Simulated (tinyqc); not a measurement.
# p-n heterojunction, non-linear Poisson equation by Newton steps, Boltzmann statistics: two studies

One dimension, material 1 (p-type) at x < 0 and material 2 (n-type) at x > 0. Band edges: Ec = -psi in material 1 and -psi + dEc in material 2, Ev = Ec - Eg. Flat quasi-Fermi levels: 0 for holes, +V for electrons. n = Nc F((EFn - Ec)/Vt), p = Nv F((Ev - EFp)/Vt), with F(eta) = exp(eta) (Boltzmann statistics); full ionisation, no interface charge, classical densities; the doping types are chosen for the exercise.

Parameters, values chosen for the exercise; band and dielectric values those of a made-up pair:
- T = 300 K (temperature)
- Eg1 = 1.51 eV (band gap of material 1)
- er1 = 12.9 (relative permittivity of material 1)
- Nc1 = 5.15e17 cm^-3 (conduction-band density of states of material 1)
- Nv1 = 9.13e18 cm^-3 (valence-band density of states of material 1)
- Eg2 = 0.765 eV (band gap of material 2)
- er2 = 16.3 (relative permittivity of material 2)
- Nc2 = 2.15e17 cm^-3 (conduction-band density of states of material 2)
- Nv2 = 8.43e18 cm^-3 (valence-band density of states of material 2)
- dEc = -0.46 eV (conduction-band offset Ec2 - Ec1)
- N1 = 4e17 cm^-3 (acceptor density of material 1)
- N2 = 2.5e16 cm^-3 (donor density of material 2)
- V = 0 V (bias of side 1 against side 2)

Constants: q = 1.602176634e-19 C, kB = 1.380649e-23 J/K, Vt = kB T/q, eps0 = 8.8541878128e-14 F/cm where lengths are in cm. Results are converted to the units shown.

Each table varies one quantity; the others keep the values above.

## Effect of the donor density of material 2

Exact first integral: on each side D^2/(2 eps0 er) = G, G = q [Vt (nI_j - nI_b) + Vt (pI_j - pI_b) - C (psi_j - psi_b)], with C = -N1 or +N2, b the neutral end of that side, and nI, pI the densities themselves. D is continuous, so er1 G1(psi_j) = er2 G2(psi_j) fixes psi_j. Ends from Nv1 F((-psi_L - Eg1)/Vt) = N1 and Nc2 F((V + psi_R - dEc)/Vt) = N2. D is counted positive when psi rises towards material 2. Depletion (Anderson) capacitance C^2 = q eps0 er1 er2 N1 N2/(2 (er1 N1 + er2 N2)(psi_R - psi_L)). -dD/dV is the change of the displacement at the interface with both quasi-Fermi levels flat; it is the terminal capacitance only while neither side holds an inversion layer. n_j and p_j are densities at the interface.

Results:

| N2 (cm^-3) | psi_R - psi_L (V) | psi_j - psi_L (V) | psi_R - psi_j (V) | D/q (cm^-2) | n_j in 1 (cm^-3) | p_j in 2 (cm^-3) | -dD/dV (nF/cm^2) | depletion C (nF/cm^2) |
|---|---|---|---|---|---|---|---|---|
| 1.2e15 | 0.8350 | 0.2352 | 0.5998 | 1.093e12 | 0.004511 | 2.537e18 | 0.1758 | 12.87 |
| 2.1e15 | 0.8495 | 0.2354 | 0.6141 | 1.093e12 | 0.004545 | 2.518e18 | 0.3094 | 16.85 |
| 3.4e15 | 0.8619 | 0.2357 | 0.6263 | 1.094e12 | 0.004595 | 2.490e18 | 0.5053 | 21.24 |
| 5.7e15 | 0.8753 | 0.2362 | 0.6391 | 1.095e12 | 0.004689 | 2.440e18 | 0.8606 | 27.20 |
| 1.6e16 | 0.9020 | 0.2387 | 0.6633 | 1.102e12 | 0.005173 | 2.212e18 | 2.607 | 44.18 |
| 2.6e16 | 0.9145 | 0.2415 | 0.6731 | 1.109e12 | 0.005752 | 1.989e18 | 4.593 | 55.11 |
| 4.3e16 | 0.9275 | 0.2468 | 0.6807 | 1.123e12 | 0.007078 | 1.617e18 | 8.854 | 68.69 |

Estimate the missing row, N2 = 9.4e15 cm^-3.

Computed row:

| N2 (cm^-3) | psi_R - psi_L (V) | psi_j - psi_L (V) | psi_R - psi_j (V) | D/q (cm^-2) | n_j in 1 (cm^-3) | p_j in 2 (cm^-3) | -dD/dV (nF/cm^2) | depletion C (nF/cm^2) |
|---|---|---|---|---|---|---|---|---|
| 9.4e15 | 0.8882 | 0.2371 | 0.6512 | 1.098e12 | 0.004851 | 2.359e18 | 1.457 | 34.47 |

With this row back in the table: As N2 goes from 1.2e15 to 4.3e16, the total bending rises from 0.835 to 0.928 V and the sheet charge D/q rises from 1.09e12 to 1.12e12 cm^-2; the share of the bending in material 1 goes from 28.2 through a minimum of 26.4 (at N2 = 2.6e16 among the rows listed) to 26.6 %. The capacitance departs most from the depletion formula at N2 = 1.2e15, where it is 99 % below it, and there the holes at the interface in material 2 outnumber its donors: an inversion layer has formed, which screens D from the bias. For N2 = 1.2e15 a density at the interface exceeds 0.3 of the band density of states, which Boltzmann statistics overestimate.

## Effect of the bias of side 1 against side 2

Same model as above.

Effect of the bias of side 1 against side 2:

| V (V) | psi_R - psi_L (V) | psi_j - psi_L (V) | psi_R - psi_j (V) | D/q (cm^-2) | n_j in 1 (cm^-3) | p_j in 2 (cm^-3) | -dD/dV (nF/cm^2) | depletion C (nF/cm^2) |
|---|---|---|---|---|---|---|---|---|
| 0.3 | 0.6135 | 0.2382 | 0.3754 | 1.100e12 | 554.5 | 2.262e18 | 3.987 | 66.08 |
| -0.17 | 1.084 | 0.2430 | 0.8405 | 1.113e12 | 8.519e-6 | 1.872e18 | 4.636 | 49.72 |
| -0.64 | 1.554 | 0.2489 | 1.305 | 1.128e12 | 1.357e-13 | 1.494e18 | 5.516 | 41.53 |
| -1.11 | 2.024 | 0.2560 | 1.768 | 1.146e12 | 2.274e-21 | 1.134e18 | 6.756 | 36.38 |
| -1.59 | 2.504 | 0.2653 | 2.238 | 1.169e12 | 2.811e-29 | 7.923e17 | 8.621 | 32.71 |
| -2.06 | 2.974 | 0.2773 | 2.696 | 1.198e12 | 5.698e-37 | 4.970e17 | 11.37 | 30.01 |
| -2.53 | 3.444 | 0.2939 | 3.150 | 1.236e12 | 1.376e-44 | 2.617e17 | 15.31 | 27.89 |
| -3 | 3.914 | 0.3167 | 3.597 | 1.288e12 | 4.227e-52 | 1.083e17 | 19.71 | 26.16 |

Read the table: what changes, and by how much?

As V goes from 0.3 to -3, the total bending rises from 0.614 to 3.91 V and the sheet charge D/q rises from 1.10e12 to 1.29e12 cm^-2; the share of the bending in material 1 falls from 38.8 to 8.09 %. The capacitance departs most from the depletion formula at V = 0.3, where it is 94 % below it, and there the holes at the interface in material 2 outnumber its donors: an inversion layer has formed, which screens D from the bias.

Numbers from tinyqc (`OMP_NUM_THREADS=1 python tinyqc.py 2040078 2040079 out.jsonl`; about 0.04 s on one thread of a shared Intel Xeon 2.30GHz).
